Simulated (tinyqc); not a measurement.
# Inputs raised by 5 %, one at a time

Model: velocity overshoot from momentum and energy balance equations after a field step. Computed by tinyqc, a small Python program. Command: `OMP_NUM_THREADS=1 python tinyqc.py 3005317 3005318 out.jsonl overshoot sens`. One thread of a shared host (Intel(R) Xeon(R) Processor @ 2.30GHz), about 0.02 s of CPU time with the checks.

At t = 0 the field jumps from 0 to F in a uniform sample. v is the drift velocity and u = w - (3/2) k_B T the excess energy per carrier.

Inputs (values chosen for the exercise, modelled on electrons in 4H-SiC except for tau_E):
```
quantity                      value        unit
effective mass m               0.36         m_0
low-field mobility mu_0         820  cm^2/(V s)
saturation velocity v_s         1.9    1e7 cm/s
energy relaxation time tau_E   0.29          ps
field after the step F           23       kV/cm
lattice temperature T           300           K
time step dt                     13          fs
```

Scheme: explicit Euler.

Constants: m_0 = 9.1093837015e-31 kg; e = 1.602176634e-19 C; k_B = 8.617333262e-05 eV/K.

Method:
- dv/dt = e F/m - v/tau_m(u), du/dt = e F v - u/tau_E, tau_m(u) = tau_0/(1 + c u), tau_0 = m mu_0/e, c = mu_0/(e tau_E v_s^2); this choice gives the steady state v (1 + mu_0 F v/v_s^2) = mu_0 F, which saturates at v_s. Steady velocity v = 2 mu_0 F/(1 + sqrt(1 + 4 (mu_0 F/v_s)^2)); u = e F v tau_E; carrier temperature T + 2u/(3 k_B), neglecting the drift energy m v^2/2.
- Step: v_new = v + dt (e F/m - v/tau_m(u)), u_new = u + dt (e F v - u/tau_E). Start v = u = 0; the distance adds dt (v + v_new)/2.
- Run to 8 times the larger of tau_E and tau_0, but at most 20001 steps, and stop early if |v| > 1000 v_s or u < -1/(2c); the run is accepted if the last v is within 0.5 % of the steady value.

Runs; columns: (1) input moved; (2) from; (3) to; (4) peak velocity (1e7 cm/s); (5) peak over steady velocity; (6) steady velocity (1e7 cm/s); (7) steady carrier temperature (K):
```
(1)                                    (2)     (3)     (4)     (5)     (6)     (7)
base run                                 -       -  1.3746  1.1745  1.1704  903.93
effective mass m (m_0)                0.36   0.378  1.3662  1.1673  1.1704  903.93
low-field mobility mu_0 (cm^2/(V s))   820     861  1.4124  1.1811  1.1958  917.07
saturation velocity v_s (1e7 cm/s)     1.9   1.995  1.3953  1.1611  1.2017  920.09
energy relaxation time tau_E (ps)     0.29  0.3045  1.3821  1.1809  1.1704  934.13
field after the step F (kV/cm)          23   24.15  1.4215  1.1887  1.1958  947.92
```

Exponents ln(y'/y) / ln(x'/x):
```
input                         peak velocity  peak over steady velocity  steady velocity  steady carrier temperature
effective mass m                     -0.126                     -0.126            0.000                       0.000
low-field mobility mu_0               0.556                      0.114            0.441                       0.296
saturation velocity v_s               0.306                     -0.236            0.541                       0.363
energy relaxation time tau_E          0.112                      0.112            0.000                       0.673
field after the step F                0.687                      0.246            0.441                       0.974
```

Among the inputs moved here: peak velocity answers most in size to field after the step F (exponent +0.687), next to low-field mobility mu_0 (+0.556). Peak over steady velocity answers most in size to field after the step F (exponent +0.246), next to saturation velocity v_s (-0.236). Steady velocity answers most in size to saturation velocity v_s (exponent +0.541), next to low-field mobility mu_0 (+0.441); its exponent is below 0.0005 for effective mass m, energy relaxation time tau_E. Its exponent 0.000 in energy relaxation time tau_E: c is tied to tau_E so that the steady curve is fixed. Steady carrier temperature answers most in size to field after the step F (exponent +0.974), next to energy relaxation time tau_E (+0.673); its exponent is below 0.0005 for effective mass m.

Extremes, crossings and ranges named in words are read from the listed rows.
